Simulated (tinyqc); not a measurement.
Swing curve: thickness of the top film: thin-film optics by transfer matrices.

Indices N = n + i k. Snell: N0 sin(theta) = N_j sin(theta_j), with Im(N_j cos theta_j) >= 0. Admittance y_j = N_j cos theta_j for s and N_j/cos theta_j for p. Phase delta_j = 2 pi N_j cos theta_j d_j/lambda. Layer matrix [[cos delta, -i sin delta/y], [-i y sin delta, cos delta]], multiplied from the top down to M. (B, C) = M (1, y_sub); r = (y0 B - C)/(y0 B + C), R = |r|^2, T = 4 Re y0 Re y_sub/|y0 B + C|^2, absorbed in the films 1 - R - T.

Parameters, chosen for this exercise (indices near those of SiO2 on W; shifted at random, so the results belong to these values and not to a real crystal): lam = 248 nm (vacuum wavelength); n0 = 1 (ambient index); n = (1.512, 3.373) (n of SiO2, substrate); k = (0, 2.961) (k in the same order); d = (11) nm (thicknesses, top first); theta = 75 degrees (angle of incidence); pol = s (polarisation).

The first entry of d takes the values listed.

Stack:

| d_1 (nm) | R | T | absorbed |
|---|---|---|---|
| 11.0 | 0.8104 | 0.1896 | 0.0000 |
| 28.8 | 0.5980 | 0.4020 | 0.0000 |
| 46.5 | 0.0105 | 0.9895 | 0.0000 |
| 64.3 | 0.5669 | 0.4331 | 0.0000 |
| 82.1 | 0.8037 | 0.1963 | 0.0000 |
| 99.8 | 0.8478 | 0.1522 | 0.0000 |
| 117.6 | 0.8104 | 0.1896 | 0.0000 |
| 135.4 | 0.5980 | 0.4020 | 0.0000 |
| 153.1 | 0.0105 | 0.9895 | 0.0000 |
| 170.9 | 0.5669 | 0.4331 | 0.0000 |
| 188.7 | 0.8037 | 0.1963 | 0.0000 |
| 206.4 | 0.8478 | 0.1522 | 0.0000 |
| 224.2 | 0.8104 | 0.1896 | 0.0000 |

R swings between 0.0105 and 0.8478 on these points. The period is lambda/(2 Re(N_1 cos theta_1)) = 106.6 nm, six rows. The film does not absorb, so the swing repeats exactly. The swing ratio (max - min)/mean is 1.35.

Run: tinyqc, `OMP_NUM_THREADS=1 python tinyqc.py 1682228 1682229 out.jsonl`; Intel(R) Xeon(R) Processor @ 2.30GHz, one thread, shared host; about 0.02 s of CPU time with all checks.
